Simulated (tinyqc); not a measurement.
# Charge needed for a dipole step

Two sheets of opposite charge dd apart with permittivity ei give the step D = q N dd/(eps0 ei).

Values chosen for this exercise:
```
symbol,value,unit,meaning
ei,3.7,,relative permittivity inside the dipole layer
dd,0.16,nm,thickness of the dipole layer
```

Constants: q = 1.602176634e-19 C, eps0 = 8.8541878128e-14 F/cm where lengths are in cm. Results are converted to the units shown.

Charge needed for a dipole step:

| N (cm^-2) | D (V) | field (MV/cm) | moment (debye/nm^2, 1 D = 3.33564e-30 C m) |
|---|---|---|---|
| 1e12 | 0.007825 | 0.4891 | 0.07685 |
| 2.7e12 | 0.02113 | 1.320 | 0.2075 |
| 6.8e12 | 0.05321 | 3.326 | 0.5226 |
| 1.7e13 | 0.1330 | 8.314 | 1.306 |
| 4.5e13 | 0.3521 | 22.01 | 3.458 |
| 1.1e14 | 0.8607 | 53.80 | 8.454 |
| 2.9e14 | 2.269 | 141.8 | 22.29 |

D is proportional to N, 0.1 V for 1.28e13 cm^-2. The same sheet as an uncompensated charge under 1 nm of a dielectric of permittivity 3.9 would shift the flat band by 0.593 V, and that shift would grow with thickness, which a dipole step does not. For N = 4.5e13, 1.1e14, 2.9e14 the field exceeds 20 MV/cm; it acts over one bond length, where the sheet picture is only a bookkeeping device.

Computed by the program tinyqc: `OMP_NUM_THREADS=1 python tinyqc.py 2410165 2410166 out.jsonl`, one thread of a shared Intel Xeon 2.30GHz, about 0.01 s for the whole run.
